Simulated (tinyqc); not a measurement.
Hall effect and magnetoresistance of several carrier groups with constant relaxation times: one step, computed by the program tinyqc.

Group 1 has charge -e and group 2 charge -e; s_i is that sign. B lies along z; mu B is formed with mu in m^2/(V s).

Task: Limits of weak and strong field. Weak field: R_H(0) = sum s_i n_i mu_i^2/(e (sum n_i mu_i)^2); MR = c B^2 with c = n1 n2 mu1 mu2 (s1 mu1 - s2 mu2)^2/(n1 mu1 + n2 mu2)^2. Strong field: R_H = 1/(e sum s_i n_i); rho_xx saturates at (n1/mu1 + n2/mu2)/(e (sum s_i n_i)^2).

Inputs (values chosen for the exercise, for a model conductor):
```
quantity        value        unit
density n1    3.6e+13      1/cm^2
mobility mu1    11000  cm^2/(V s)
density n2    2.1e+12      1/cm^2
mobility mu2      960  cm^2/(V s)
```

Carriers: two electron groups. Densities: per area (a thin layer).

Constants: e = 1.602176634e-19 C.

Give: R_H at weak field; coefficient c; R_H at strong field; saturation MR.

Result:

R_H at weak field = -1.717e+05 cm^2/C

coefficient c = 0.005080 1/T^2

R_H at strong field = -1.638e+05 cm^2/C

saturation MR = 49.71 %

R_H keeps its sign, and its size changes by a factor 0.954 from weak to strong field.
